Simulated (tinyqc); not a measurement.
## True capacitance, leakage and series resistance from two frequencies

Question. A capacitance C in parallel with G and in series with Rs is measured as Cp and D = Gp/(w Cp) at two frequencies. The series reading Cs = Cp (1 + D^2) equals C + G^2/(w^2 C), and Re Z = D/(w Cp (1 + D^2)) = Rs + G/(G^2 + w^2 C^2). Find C, G and Rs.

f (Hz): [50000, 5e5]
Cp (pF): [277.628106, 273.983290]
D: [1.93423117, 0.310749260]

Answer. w^2 Cs = w^2 C + G^2/C is a straight line in w^2 with slope C; the intercept gives G, and the real part then gives Rs.

C = 290 pF
G = 171 uS
Rs = 130 ohm

Numbers from tinyqc (`OMP_NUM_THREADS=1 python tinyqc.py 2022197 2022198 out.jsonl`; about 0.01 s on one thread of a shared Intel Xeon 2.30GHz).
